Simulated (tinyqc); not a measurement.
Finite-size error of a charged defect in a periodic cell: Madelung and Makov-Payne terms: one step, computed by the program tinyqc.

L is the cube root of the cell volume. The defect charge is a Gaussian, rho(r) = q (2 pi sigma^2)^(-3/2) exp(-r^2/2 sigma^2), repeated periodically in a uniform neutralising background and screened by a continuum. The model cell energy is E(L) = E_0 + [periodic - isolated electrostatic energy].

Task: Madelung energy. Ewald sum for a unit point charge: scale each Cartesian component of the cell by 1/sqrt(eps_i), giving R', G' and V'; E = [ (1/2) sum erfc(eta R')/R' + (2 pi/V') sum exp(-G'^2/4 eta^2)/G'^2 - eta/sqrt(pi) - pi/(2 V' eta^2) ] e^2/(4 pi eps_0) / sqrt(eps_x eps_y eps_z), over n_i = -6..6, omitting n = (0,0,0), eta = 2/V'^(1/3). alpha = -2 E eps_g L/(e^2/(4 pi eps_0)), eps_g = (eps_x eps_y eps_z)^(1/3).

Inputs (values chosen for the exercise, for a model uniaxial host):

| quantity | value | unit |
|---|---|---|
| charge q | 2 | e |
| cell length L | 14.3 | angstrom |
| dielectric constant eps_xy | 15.2 | - |
| dielectric constant eps_z | 22.4 | - |

Supercell lattice: tetragonal. Screening: uniaxial.

cell vectors (rows) (angstrom):
```
          1         2         3
1  11.93511   0.00000   0.00000
2   0.00000  11.93511   0.00000
3   0.00000   0.00000  20.52840
```

Constants: e^2/(4 pi eps_0) = 14.39964548 eV angstrom.

Give: terms for a unit charge; Madelung constant alpha; point-charge correction -q^2 E.

Result:

terms for a unit charge (eV): real space 0.00159, reciprocal 0.00799, self -0.06569, background -0.02286

Madelung constant alpha = 2.713

point-charge correction -q^2 E = 0.3159 eV

Cubic cells have alpha = 2.837 (sc) to 2.888 (fcc, bcc); this cell is near that range.
